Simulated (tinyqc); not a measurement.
Wafer and channel orientation: ellipsoidal valleys in the axes of a wafer and a channel.

Valleys with axes a along [111], [1-1-1], [-11-1] and [-1-11], one whole valley each; inverse mass tensor w = 1/mt + (1/ml - 1/mt) a a. Device axes: z = nz/|nz|, x = nx/|nx|, y = z cross x; in them a = (ax, ay, az). Confinement mass mz = 1/w_zz. In the plane w_ij is replaced by u_ij = w_ij - w_iz w_jz/w_zz (i, j = x, y); density-of-states mass md = 1/sqrt(det u); conductivity mass along x mc = 1/u_xx; ballistic transport mass mx = u_yy/det u, width mass my = 1/u_yy.

Hard walls: E_n = c (n pi/t)^2/mz, c = hbar^2/2m0, n = 1, 2, 3. Non-degenerate share of a valley proportional to md sum_n exp(-E_n/kT); mean 1/mc = sum of share/mc. 1 nm = 10 angstrom.

Constants: hbar^2/2m0 = 3.80998211 eV angstrom^2; kB = 8.617333262e-05 eV/K.

Values chosen for the exercise (near those of the L valleys of Ge; shifted at random, so the results belong to these values and not to a real crystal):
- ml = 1.606 m0 (longitudinal mass)
- mt = 0.08 m0 (transverse mass)
- t = 2.7 nm (thickness of the film)
- T = 300 K (temperature)

For each face/channel: the lowest ladder (mz, number of valleys, md, E1, share) and the mean conductivity mass over all valleys.

Results:
```
face/channel     mz  valleys     md  E1 (meV)  share  mean mc
(111)/[1-10]  1.606        1  0.080      32.1  1.000   0.0800
(100)/[011]   0.117        4  0.296     440.6  1.000   0.1491
(112)/[11-1]  0.515        1  0.141     100.2  1.000   0.2496
(113)/[1-10]  0.286        1  0.190     180.6  1.000   0.0800
(110)/[1-11]  0.218        2  0.217     236.3  1.000   0.1124
(110)/[001]   0.218        2  0.217     236.3  1.000   0.5887
(001)/[110]   0.117        4  0.296     440.6  1.000   0.1491
```

The mean conductivity mass is lowest, 0.0800, for (111)/[1-10] and (113)/[1-10] and highest, 0.5887, for (110)/[001]; the bulk value is 0.1171. The confinement energy is lowest on the face with the heaviest mz ((111), 32 meV). The density of states of the lowest ladder, valleys times md, runs between 0.080 and 1.185; a small value limits the charge through the quantum capacitance. Rows with E1 above about 150 meV are beyond the parabolic range, and other valley families may lie lower.

(tinyqc, `OMP_NUM_THREADS=1 python tinyqc.py 1880481 1880482 out.jsonl`, Intel(R) Xeon(R) Processor @ 2.30GHz, 1 thread, shared host, about 0.01 s.)
